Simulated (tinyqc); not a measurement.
Worked calculation (part 2 of 2): CCSD on RHF in the sto-3g basis, for H6, spin multiplicity 1. Computed by tinyqc, a small Python program that keeps every step (integrals from PySCF). Command: `OMP_NUM_THREADS=1 python tinyqc.py 21107 21108 out.jsonl` (the two numbers bound the seeds that draw the settings). One thread of a shared host (Intel(R) Xeon(R) Processor @ 2.60GHz), about 0.3 s of CPU time with the checks.

Geometry (angstrom):
```
atom         x         y         z
H     0.000000  0.000000  0.000000
H     0.000000  0.000000  0.832000
H     0.000000  0.000000  2.146000
H     0.000000  0.000000  2.979000
H     0.000000  0.000000  4.292000
H     0.000000  0.000000  5.125000
```

## CCSD: convergence

E_corr = 1/4 sum <ij||ab> t_ij^ab + 1/2 sum <ij||ab> t_i^a t_j^b; stop when the norm of the change is below 1e-8.

Course of the amplitude iterations:
```
update  correlation energy (hartree)  norm of the change
0                        -0.04719033                   -
1                        -0.06359654            1.04e-01
2                        -0.06952004            3.94e-02
3                        -0.07302671            1.53e-02
4                        -0.07300958            1.49e-03
5                        -0.07300813            4.56e-04
6                        -0.07301064            1.37e-04
7                        -0.07301050            1.97e-05
8                        -0.07301041            6.96e-06
9                        -0.07301038            2.84e-06
10                       -0.07301041            4.29e-07
11                       -0.07301041            8.36e-08
12                       -0.07301041            1.94e-08
13                       -0.07301041            8.76e-09
```

Converged amplitudes (spin orbitals 1a, 1b, ...; amplitudes related by a flip of all spins are not repeated; the 24 largest):
```
from      to          t
3a 3b  4a 4b  -0.078687
2a 2b  5a 5b  -0.057913
1a 1b  4a 4b  -0.053235
2a 2b  4a 4b  -0.052007
2a 3b  4a 5b   0.051687
1a 3b  4a 6b   0.050237
3a 3b  5a 5b  -0.043210
1a 3b  4b 6a  -0.037159
2a 3b  4b 5a  -0.037104
3a 3b  6a 6b  -0.036493
1a 2b  4a 5b  -0.035368
1a 1b  6a 6b  -0.031787
2a 3b  5a 6b   0.028584
1a 2b  4b 5a   0.027335
2a 2b  4a 6b  -0.026543
1a 3b  5a 5b   0.026467
1a 1b  5a 5b  -0.025845
1a 2b  5a 6b  -0.025097
2a 3b  5b 6a  -0.021514
2a 2b  6a 6b  -0.020024
1a 2b  5b 6a   0.019438
1a 1b  4a 6b   0.016451
2a 3a  4a 5a   0.014583
1a 3b  6a 6b  -0.013760
```

CCSD total energy = -3.35703538 hartree

T1 diagnostic, norm of the one-spin t1 over sqrt(correlated electrons) = 0.001539

Converged in 13 updates, with DIIS from the third.
